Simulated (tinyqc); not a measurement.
Brouwer diagram: defect equilibria of an oxide against oxygen pressure (mass action). Computed by tinyqc, a small Python program. Command: `OMP_NUM_THREADS=1 python tinyqc.py 3008211 3008212 out.jsonl brouwer walk`. One thread of a shared host (Intel(R) Xeon(R) Processor @ 2.30GHz), about 0.01 s of CPU time with the checks.

Defects: oxygen vacancies V (charge +2), electrons n, holes p, the ionic partner X = V_M'' (charge -2), and the dopant. Activities are taken equal to concentrations.

Inputs (values chosen for the exercise, for a model oxide):
```
quantity                  value             unit
reduction enthalpy H_r     5.01               eV
prefactor K_r0          1.3e+71  cm^-9 atm^(1/2)
gap E_g                    2.35               eV
prefactor N_c N_v       1.3e+41            cm^-6
disorder enthalpy H_s      2.06               eV
prefactor K_s0          1.1e+45            cm^-6
dopant density N_d      8.5e+19            cm^-3
temperature T              1400                K
```

Ionic disorder: Schottky, oxide MO. Dopant (singly charged, fully ionised): acceptor.

Constants: k_B = 8.617333262e-05 eV/K.

Method:
- K_r = K_r0 exp(-H_r/k_B T) = [V] n^2 P^(1/2); K_i = N_c N_v exp(-E_g/k_B T) = n p; K_s = K_s0 exp(-H_s/k_B T) = [X] [V].
- Neutrality: 2 [V] + p = n + 2 [X] + N_d. With n as the unknown, [V] = K_r/(n^2 P^(1/2)), p = K_i/n, [X] = K_s/[V]; the log ratio is ln(positive/negative).
- The root is found by 60 bisections in ln n between n = 1e-10 and 1e25 cm^-3.
- The slope is d log n / d log P from this row and the one above; the last column names the largest term on each side. Pressures that give more than 3e21 cm^-3 are left out.

K_r = 1.19877e+53 cm^-9 atm^(1/2)

K_i = 4.51145e+32 cm^-6

K_s = 4.22395e+37 cm^-6

Log10 of the densities in cm^-3:
```
log10 P (atm)       n     [V]       p     [X]  slope of n      balance
-20            21.117  20.844  11.537  16.782           -    2 [V] = n
-16            20.419  20.241  12.235  17.385    -0.17459    2 [V] = n
-12            19.634  19.811  13.020  17.815    -0.19628  2 [V] = N_d
-8             18.708  19.662  13.946  17.963    -0.23147  2 [V] = N_d
-4             17.719  19.641  14.935  17.985    -0.24728  2 [V] = N_d
0              16.720  19.638  15.934  17.987    -0.24971  2 [V] = N_d
```

What follows from these numbers?

Regimes: 2 [V] = n from log P = -20 to -16, where that balance predicts a slope of -1/6 and the table comes as close as -0.175; 2 [V] = N_d from log P = -12 to 0, where that balance predicts a slope of -1/4 and the table comes as close as -0.250. Rows with n or p near or above sqrt(N_c N_v) are degenerate, and n p = K_i is then only nominal.

Extremes, crossings and ranges named in words are read from the listed rows.
